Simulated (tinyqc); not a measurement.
# Trap density from swing and capacitance

Problem. In an MOS structure at one bias the subthreshold swing is S = Vt ln 10 (1 + (Cd + q Dit)/Cox) and 1/C_HF = 1/Cox + 1/Cd, Cox = 3.9 eps0/EOT. Find Cd and Dit.

Parameters, values chosen for the exercise:
```
symbol  value  unit                     meaning
T         200     K                 temperature
EOT       2.4    nm  equivalent oxide thickness
```

Constants: q = 1.602176634e-19 C, kB = 1.380649e-23 J/K, Vt = kB T/q, eps0 = 8.8541878128e-14 F/cm where lengths are in cm. Results are converted to the units shown.

S = 57.263379 mV/decade
C_HF = 82.952232 nF/cm^2

Answer. C_HF gives Cd, and the swing gives Cd + q Dit.

Cd = 88.0 nF/cm^2
Dit = 3.43e12 cm^-2 eV^-1

Program tinyqc, `OMP_NUM_THREADS=1 python tinyqc.py 2030047 2030048 out.jsonl`; Intel Xeon 2.30GHz, shared host, one thread, about 0.01 s.
